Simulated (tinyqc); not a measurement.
From results back to parameters: image-charge renormalisation of a gap near a dielectric or metal. Three cases, with inputs chosen for the exercise.

Problem. A small molecule or defect in vacuum at height z above the image plane of a substrate has both its electron and hole levels stabilised by (e^2/4 pi eps0)(es - 1)/((es + 1) 4 z), so its gap shrinks by twice that. The reduced gap is given.

Constants: e^2/(4 pi eps0) = 14.39964547 eV angstrom.

Case 1.

Values chosen: E0 = 8 eV (quasiparticle gap far from the surface); es = 10000 (dielectric constant of the substrate (1e4: a metal)).

gap near the surface = 7.08881 eV

Case 2.

Values chosen: E0 = 4.16 eV (quasiparticle gap far from the surface); es = 10000 (dielectric constant of the substrate (1e4: a metal)).

gap near the surface = 3.27131 eV

Case 3.

Values chosen: E0 = 6.08 eV (quasiparticle gap far from the surface); es = 4.5 (dielectric constant of the substrate (1e4: a metal)).

gap near the surface = 5.06184 eV

Find: reduction; (es - 1)/(es + 1); z.

Solution. z = (e^2/4 pi eps0)(es - 1)/((es + 1) 2 x reduction). Local and hybrid functionals miss this shift, since it is a non-local correlation effect.

Case 1.

reduction = 0.9112 eV
(es - 1)/(es + 1) = 0.9998
z = 7.90 angstrom

Case 2.

reduction = 0.8887 eV
(es - 1)/(es + 1) = 0.9998
z = 8.10 angstrom

Case 3.

reduction = 1.0182 eV
(es - 1)/(es + 1) = 0.6364
z = 4.50 angstrom

Computed by tinyqc, one run a case: `OMP_NUM_THREADS=1 python tinyqc.py N N+1 out.jsonl` with N = 1880421, 1880442, 1880459; one thread of a shared Intel(R) Xeon(R) Processor @ 2.30GHz, about 0.02 s a run at most.
